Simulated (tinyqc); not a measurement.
Doping and barrier from two capacitances.

Question. A Schottky diode on a uniformly doped n-type layer obeys (A/C)^2 = 2 (Vbi - V - Vt)/(q eps0 eps_r Nd) in reverse bias, with phiB = Vbi + Vt ln(Nc/Nd) and image force ignored. Find Nd, Vbi and phiB.

Values chosen for this exercise; band and dielectric values close to those of silicon: temperature T = 300 K; relative permittivity eps_r = 11.5; conduction-band density of states at T Nc = 2.82e19 cm^-3; diode area A = 0.00015 cm^2.

Constants: q = 1.602176634e-19 C, kB = 1.380649e-23 J/K, Vt = kB T/q, eps0 = 8.8541878128e-14 F/cm where lengths are in cm. Results are converted to the units shown.

C at V = -0.3 and -5.8 V (pF): [30.263244, 10.305324]

Solution. The slope of (A/C)^2 against -V gives Nd, the intercept Vbi - Vt, and the Fermi-level depth Vt ln(Nc/Nd) is added for the barrier.

Nd = 3.60e17 cm^-3
Vbi = 0.447 V
phiB = 0.560 eV

Numbers from tinyqc (`OMP_NUM_THREADS=1 python tinyqc.py 2020138 2020139 out.jsonl`; about 0.05 s on one thread of a shared Intel Xeon 2.30GHz).
